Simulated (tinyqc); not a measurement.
CIS on RHF in the sto-6g basis, for H3-, spin multiplicity 1, step by step. The basis has no diffuse functions, so it cannot describe the extra electron: this is an exercise in the method, not the real anion. Computed by tinyqc, a small Python program that keeps every step (integrals from PySCF). Settings: charge = -1, multiplicity = 1, basis = sto-6g, method = RHF, energy threshold = 1e-10, iteration cap = 64, orthogonalisation = symmetric, start = Wolfsberg-Helmholz matrix, DIIS depth = 6. Command: `OMP_NUM_THREADS=1 python tinyqc.py 29799 29800 out.jsonl` (the two numbers bound the seeds that draw the settings). One thread of a shared host (Intel(R) Xeon(R) Processor @ 2.60GHz), about 0.04 s of CPU time with the checks. The early iterations of the SCF are left out here.

## One-electron integrals

Geometry (angstrom):
```
atom,x,y,z
H,0.00000,0.00000,0.00000
H,0.00000,0.00000,0.79300
H,0.00000,0.00000,-0.79300
```

Basis sto-6g: exponents (1/bohr^2) and contraction coefficients of normalised primitives:
```
element,l (shell),exponent,coefficient
H,s (1),35.52322,0.00916
H,s (1),6.51314,0.04936
H,s (1),1.82214,0.16854
H,s (1),0.62596,0.37056
H,s (1),0.24308,0.41649
H,s (1),0.10011,0.13033
```

Overlap, kinetic and nuclear-attraction integrals over the contracted functions; the nuclear repulsion is the sum of Za Zb / Rab.

nuclear repulsion = 1.6682762 hartree

overlap S, lower triangle:
```
,1H 1s,2H 1s,3H 1s
1H 1s,1.00000
2H 1s,0.62524,1.00000
3H 1s,0.62524,0.22669,1.00000
```

kinetic energy T (hartree), lower triangle:
```
,1H 1s,2H 1s,3H 1s
1H 1s,0.76852
2H 1s,0.20468,0.76852
3H 1s,0.20468,0.00214,0.76852
```

nuclear attraction V (hartree), lower triangle:
```
,1H 1s,2H 1s,3H 1s
1H 1s,-2.48140
2H 1s,-1.38349,-2.19320
3H 1s,-1.38349,-0.46396,-2.19320
```

core Hamiltonian H = T + V (hartree), lower triangle:
```
,1H 1s,2H 1s,3H 1s
1H 1s,-1.71288
2H 1s,-1.17882,-1.42468
3H 1s,-1.17882,-0.46182,-1.42468
```

## Two-electron integrals

Functions are numbered as in S; the eight-fold symmetry (ij|kl) = (ji|kl) = (kl|ij) leaves the list below.

Two-electron integrals (ij|kl) in chemists' order, unique and non-zero (hartree):
```
i,j,k,l,(ij|kl)
1,1,1,1,0.77500
2,1,1,1,0.41466
2,1,2,1,0.26352
2,2,1,1,0.55023
2,2,2,1,0.41466
2,2,2,2,0.77500
3,1,1,1,0.41466
3,1,2,1,0.20742
3,1,2,2,0.26362
3,1,3,1,0.26352
3,2,1,1,0.14275
3,2,2,1,0.08179
3,2,2,2,0.11839
3,2,3,1,0.08179
3,2,3,2,0.02857
3,3,1,1,0.55023
3,3,2,1,0.26362
3,3,2,2,0.32872
3,3,3,1,0.41466
3,3,3,2,0.11839
3,3,3,3,0.77500
```

## Orthogonalisation

S = U s U^T; symmetric (Loewdin) form X = U s^(-1/2) U^T, so that X^T S X = 1.

eigenvalues of S: 0.22188  0.77331  2.00480

X, lower triangle:
```
,1H 1s,2H 1s,3H 1s
1H 1s,1.50466
2H 1s,-0.49681,1.23085
3H 1s,-0.49681,0.09369,1.23085
```

## Starting guess

The start is the generalised Wolfsberg-Helmholz matrix (K = 1.75) built on H; D = 2 C_occ C_occ^T.

D at the start, lower triangle:
```
,1H 1s,2H 1s,3H 1s
1H 1s,0.60987
2H 1s,0.35413,1.49876
3H 1s,0.35413,-1.08751,1.49876
```

## Iteration 5 (converged): orbitals

converged F (hartree), lower triangle:
```
,1H 1s,2H 1s,3H 1s
1H 1s,-0.01534
2H 1s,-0.27560,0.04587
3H 1s,-0.27560,-0.14084,0.04587
```

Diagonalise F' = X^T F X, C = X C', fill 2 alpha and 2 beta electrons from the bottom; D = 2 C_occ C_occ^T. Each column has its largest component positive (the first on a tie).

F' = X^T F X (hartree), lower triangle:
```
,1,2,3
1,0.74246
2,-0.61135,0.39633
3,-0.61135,0.15490,0.39633
```

orbital energies (hartree): MO1 -0.22300, MO2 0.24143, MO3 1.51669

coefficients C:
```
,MO1,MO2,MO3
1H 1s,0.48038,0.00000,1.58961
2H 1s,0.36629,0.80409,-0.99491
3H 1s,0.36629,-0.80409,-0.99491
```

D after iteration 5, lower triangle:
```
,1H 1s,2H 1s,3H 1s
1H 1s,0.46153
2H 1s,0.35192,1.56147
3H 1s,0.35192,-1.02479,1.56147
```

## Convergence

Stop when the energy changes by less than 1e-10 hartree and every element of the error matrix X^T (F D S - S D F) X is below 3e-06.

Course of the cycle:
```
iteration,E (hartree),change,largest element of the error matrix
1,-1.2833838,-,9.64e-02
2,-1.2894759,-6.09e-03,1.33e-02
3,-1.2895940,-1.18e-04,8.85e-06
4,-1.2895940,-4.29e-11,3.74e-06
5,-1.2895940,-5.57e-12,2.37e-06
```

PySCF RHF in the same basis = -1.2895940 hartree

Converged in 5 iterations.

## Populations, bond orders and dipole

Mulliken: Z minus the diagonal of D S on the atom; Loewdin: the same with S^(1/2) D S^(1/2); Mayer order: 2 sum_s sum (D(s) S)_ij (D(s) S)_ji over the two atoms.

Charges (e):
```
atom,Mulliken,Loewdin
1H,0.09840,0.10992
2H,-0.54920,-0.55496
3H,-0.54920,-0.55496
```

Mayer bond orders:
```
pair,order
2-1,0.49516
3-1,0.49516
3-2,0.20322
```

dipole moment about the origin, x y z (debye): 0.00000  0.00000  0.00000

## Integrals over molecular orbitals

(pq|rs) = sum C_ip C_jq C_kr C_ls (ij|kl), one index at a time.

one-electron integrals over orbitals h = C^T H C (hartree), lower triangle:
```
,1,2,3
1,-1.73119
2,0.00000,-1.24512
3,-0.17896,0.00000,-0.60561
```

Two-electron integrals over orbitals (pq|rs), unique and non-zero (hartree):
```
p,q,r,s,(pq|rs)
1,1,1,1,0.59628
2,1,2,1,0.16290
2,2,1,1,0.53740
2,2,2,2,0.57465
3,1,1,1,0.08722
3,1,2,2,-0.02140
3,1,3,1,0.12901
3,2,2,1,-0.13454
3,2,3,2,0.13678
3,3,1,1,0.62816
3,3,2,2,0.56588
3,3,3,1,0.10703
3,3,3,3,0.70760
```

## CIS matrix, singlets

A(ia,jb) = (e_a - e_i) d_ij d_ab + 2 (ia|jb) - (ij|ab).

CIS matrix A, singlet (hartree):
```
,1>3,2>3
1>3,1.36955,0.00000
2>3,0.00000,0.98293
```

## CIS singlet states

dipole integrals <i|r|a> (bohr):
```
,x,y,z
1>3,0.00000,0.00000,0.00000
2>3,0.00000,0.00000,-1.20008
```

Diagonalise A (1 hartree = 27.211386 eV); each vector has its largest component positive (the first on a tie). The transition dipole is mu = sqrt2 sum c_ia <i|r|a>.

singlet excitation energies (eV): 26.74686  37.26745

lowest vectors:
```
,state 1,state 2
1>3,0.00000,1.00000
2>3,1.00000,0.00000
```

oscillator strengths 2/3 w |mu|^2: 1.88746  0.00000

## CIS matrix, triplets

A(ia,jb) = (e_a - e_i) d_ij d_ab - (ij|ab).

CIS matrix A, triplet (hartree):
```
,1>3,2>3
1>3,1.11153,0.00000
2>3,0.00000,0.70937
```

## CIS triplet states

Diagonalise A (1 hartree = 27.211386 eV); each vector has its largest component positive (the first on a tie).

triplet excitation energies (eV): 19.30299  30.24615

lowest vectors:
```
,state 1,state 2
1>3,0.00000,1.00000
2>3,1.00000,0.00000
```
